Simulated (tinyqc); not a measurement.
Sp3 tight binding, zinc-blende lattice, step by step. One step of it, computed by the program tinyqc.

Task: Bloch Hamiltonian at k. Slater-Koster rules over the four bonds with direction cosines (l, m, n): ss V_ss; s-px l V_sp; px-s -l V_sp; px-px l^2 V_pps + (1 - l^2) V_ppp; px-py l m (V_pps - V_ppp); each times exp(i k.d).

Parameters chosen for this model: zinc-blende lattice, anion at 0, cation at a/4 (1,1,1); V = eta hbar^2 / (m d^2), hbar^2/m = 7.619964 eV angstrom^2:
```
parameter          value      unit
a               3.520000  angstrom
d               1.524205  angstrom
Es anion      -11.360000        eV
Ep anion       -5.770000        eV
Es cation     -11.360000        eV
Ep cation      -5.770000        eV
eta ss         -1.400000
eta sp          1.840000
eta pp sigma    3.240000
eta pp pi      -0.810000
V ss           -4.591920        eV
V sp            6.035095        eV
V pp sigma     10.627016        eV
V pp pi        -2.656754        eV
```

k point k (2 pi / a): 0.700000  -0.430000  -0.160000

Give: H(k) at k.

Result:

H(k) at k (eV), lower triangle (Hermitian):
```
                  a s            a px              a py              a pz
a s          -11.3600
a px           0.0000         -5.7700
a py           0.0000          0.0000           -5.7700
a pz           0.0000          0.0000            0.0000           -5.7700
c s   -6.3034-2.5447i  0.9839+9.3872i   -2.4102-3.8319i   -7.5206-1.2281i
c px  -0.9839-9.3872i  2.4313+0.9815i    9.5571+1.5606i    3.0629+4.8696i
c py   2.4102+3.8319i  9.5571+1.5606i    2.4313+0.9815i  -1.2503-11.9292i
c pz   7.5206+1.2281i  3.0629+4.8696i  -1.2503-11.9292i    2.4313+0.9815i

           c s     c px     c py     c pz
c s   -11.3600
c px    0.0000  -5.7700
c py    0.0000   0.0000  -5.7700
c pz    0.0000   0.0000   0.0000  -5.7700
```
